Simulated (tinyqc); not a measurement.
From results back to parameters: heavy doping: gap narrowing, degeneracy and the minority density. Three cases, with inputs chosen for the exercise.

Problem. Narrowing at two dopings was computed from hidden E0 and N0, with N0 below Na.

Empirical narrowing (Slotboom form, constants chosen for the exercise; published fits of this form give the apparent narrowing, here it is taken as the true one): dEg = E0 [ln(N/N0) + sqrt(ln(N/N0)^2 + C)].

Case 1.

Values chosen (out of a larger set: gap and densities of states near those of Si at this temperature; narrowing constants near the fits for Si; not measured data):
- C = 0.5 (smoothing constant)
- Na = 9e+17 1/cm^3
- Nb = 2.7e+19 1/cm^3

dEg(Na) = 35.0992 meV
dEg(Nb) = 85.3117 meV

Case 2.

Values chosen (out of a larger set: gap and densities of states near those of InP at this temperature; narrowing constants of the size fitted for Si, not for this material; not measured data):
- C = 0.5 (smoothing constant)
- Na = 1.6e+18 1/cm^3
- Nb = 4.8e+19 1/cm^3

dEg(Na) = 40.5643 meV
dEg(Nb) = 98.5951 meV

Case 3.

Values chosen (out of a larger set: gap and densities of states near those of Si at this temperature; narrowing constants near the fits for Si; not measured data):
- C = 0.5 (smoothing constant)
- Na = 1.3e+18 1/cm^3
- Nb = 3.9e+19 1/cm^3

dEg(Na) = 32.0839 meV
dEg(Nb) = 77.9829 meV

Find: N0; E0.

Solution. The ratio dEg(Nb)/dEg(Na) depends on N0 alone and rises steadily with it; solve for ln N0 by bisection, then E0 from either value.

Case 1.

N0 = 9.0e+16 1/cm^3
E0 = 7.45 meV

Case 2.

N0 = 1.6e+17 1/cm^3
E0 = 8.61 meV

Case 3.

N0 = 1.3e+17 1/cm^3
E0 = 6.81 meV

Computed by tinyqc, one run a case: `OMP_NUM_THREADS=1 python tinyqc.py N N+1 out.jsonl` with N = 1651012, 1651032, 1651042; one thread of a shared Intel(R) Xeon(R) Processor @ 2.30GHz, about 0.01 s a run at most.
